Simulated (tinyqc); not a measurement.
Slope factor and drain-induced lowering from three currents.

Question. With source and body at 0 V, I = A exp((Vg + dd Vd)/(nf Vt)) (1 - exp(-Vd/Vt)). Find nf, the swing nf Vt ln 10 and dd.

Parameters, values chosen for the exercise: temperature T = 378 K.

Constants: q = 1.602176634e-19 C, kB = 1.380649e-23 J/K, Vt = kB T/q. Results are converted to the units shown.

currents at (Vg, Vd) = (0, 0.05), (0, 0.8) and (0.05, 0.8) V (nA/um): [0.13335285, 2.2404580, 7.6497399]

Solution. The pair at equal Vd gives nf; the pair at equal Vg, after dividing out the factors 1 - exp(-Vd/Vt), gives dd.

nf = 1.25
swing = 93.8 mV/decade
dd = 0.140

tinyqc, about 0.03 s, one thread, Intel Xeon 2.30GHz (shared host): `OMP_NUM_THREADS=1 python tinyqc.py 2242016 2242017 out.jsonl`
